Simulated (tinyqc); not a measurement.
Width of the inclusion: polytypes by hexagonality, and a cubic inclusion as a quantum well.

Gap: E3 + (Es - E3) h/hs for h up to hs, then linear from Es to E2 at h = 1. Valence top Ev2 h and polarisation P2 h, both counted from 3C; Ec = Ev + gap.

A cubic inclusion of width L = N d in the host (h = 0.3333) is a well of depth V = Ec(host) - Ec(3C). Square well with mass mismatch: k tan(k L/2) = (m_w/m_b) q, k = sqrt(m_w E/c), q = sqrt(m_b (V - E)/c), c = hbar^2/2m0, lowest root. The depth of the level, V - E, is its binding, and the transition to the valence top of the host is gap(host) - (V - E). The step in polarisation gives a field |F| = |P|/(eps eps0) in a thin inclusion, eps0 = 8.8541878e-12 F/m.

Constants: hbar^2/2m0 = 3.80998211 eV angstrom^2.

Parameters, chosen for this exercise (of the order of those of SiC; not measured data): E3 = 2.388 eV (gap of the cubic polytype); E2 = 3.313 eV (gap of 2H); Ev2 = 0.114 eV (valence top of 2H above that of 3C); P2 = -0.036 C/m^2 (spontaneous polarisation of 2H); Es = 3.263 eV (gap at the hexagonality hs); hs = 0.5 (hexagonality up to which the first line holds); m = (0.325, 0.352) m0 (electron mass along c in the cubic layer and in the host); d = 2.514 angstrom (thickness of a double layer); eps = 10.3 (dielectric constant).

Without the field: square well. With it, the potential inside is |F| (z - L/2), the host conduction edge lies at V - |F| L/2 on one side and V + |F| L/2 on the other, and the lowest level E_F is found by finite differences (step 0.25 angstrom, wide box, good to about 1 meV). Holes sit in the host on the high side, so the transition is gap(host) - V + E_F - |F| L/2. A dash: bound by less than 2 meV or not at all.

Results:
```
N   L (angstrom)  depth (eV)  transition (eV)  depth below the low side, with field (eV)  transition with field (eV)
1           2.51       0.050            2.921                                      0.035                       2.903
2           5.03       0.153            2.818                                      0.122                       2.783
3           7.54       0.251            2.720                                      0.204                       2.668
4          10.06       0.329            2.643                                      0.266                       2.573
6          15.08       0.430            2.541                                      0.338                       2.435
8          20.11       0.488            2.483                                      0.369                       2.337
12         30.17       0.547            2.425                                      0.386                       2.188
```

The square well binds a level even at N = 1 (50 meV), as any symmetric one-dimensional well does; the depth grows to 547 of 621 meV, and the transition tends to E3 - Ev(host) = 2.350 eV. With the field the level is bound by 2 meV or more for N = 1, 2, 3, 4, 6, 8 and 12, and the transition is lowered by 18 meV at N = 1 and 237 meV at N = 12, where |F| L/2 = 198 meV. Free carriers or surface charge screen the field and the step between the two sides, and the attraction to the hole, left out here, binds the electron further.

Program tinyqc; command `OMP_NUM_THREADS=1 python tinyqc.py 1850873 1850874 out.jsonl`; about 0.04 s on one thread of a shared Intel(R) Xeon(R) Processor @ 2.30GHz.
